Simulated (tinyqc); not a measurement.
## Core-level spacing from the offsets

Problem. For an overlayer B on a substrate A, dEv = (iB - iA) - (cB - vB) + (cA - vA) in binding energies, and dEc + dEv = EgB - EgA. Find dEv and the spacing iB - iA that a thin film must show.

Values chosen for this exercise:
```
symbol,value,unit,meaning
EgA,1.44,eV,gap of the substrate A
EgB,5.4,eV,gap of the overlayer B
```

dEc = 2.2516706 eV
cA - vA = 56.518329 eV
cB - vB = 93.59 eV

Answer. The gaps give dEv, and the Kraut relation is solved for the spacing.

dEv = 1.7083 eV
iB - iA = 38.780 eV

Program tinyqc, `OMP_NUM_THREADS=1 python tinyqc.py 2410169 2410170 out.jsonl`; Intel Xeon 2.30GHz, shared host, one thread, about 0.01 s.
